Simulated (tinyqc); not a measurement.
## Trap density from one capacitance

Problem. Traps spread evenly through the insulator exchange electrons with the semiconductor by tunnelling, with tau(x) = t0 exp(2 ka x) at depth x from the interface. The admittance per area Y seen at depth x obeys dY/dx = -Y^2/(i w eps0 eox) + q Nb ln(1 + i w tau)/tau, with Y(0) = i w Cs and w = 2 pi f; the gate sees Y(tox) = G + i w C. Working variable y = Y/(i w), in uF/cm^2. Cox = eps0 eox/tox. Find Nb and G/w.

Values chosen for this exercise: relative permittivity of the insulator eox = 18.6; insulator thickness tox = 5.9 nm; semiconductor capacitance in accumulation Cs = 2 uF/cm^2; decay constant of the wave function in the insulator ka = 3.9 1/nm; time constant of a trap at the interface t0 = 8e-11 s; frequency f = 1000 Hz.

Constants: q = 1.602176634e-19 C, eps0 = 8.8541878128e-14 F/cm where lengths are in cm. Results are converted to the units shown.

C = 1.8724404 uF/cm^2

Solution. C rises steadily with Nb, so one density matches; in practice ka and t0 must come from the frequency dependence.

Nb = 7.20e19 cm^-3 eV^-1
G/w = 0.0720 uF/cm^2

tinyqc, about 0.4 s, one thread, Intel Xeon 2.30GHz (shared host): `OMP_NUM_THREADS=1 python tinyqc.py 2202044 2202045 out.jsonl`
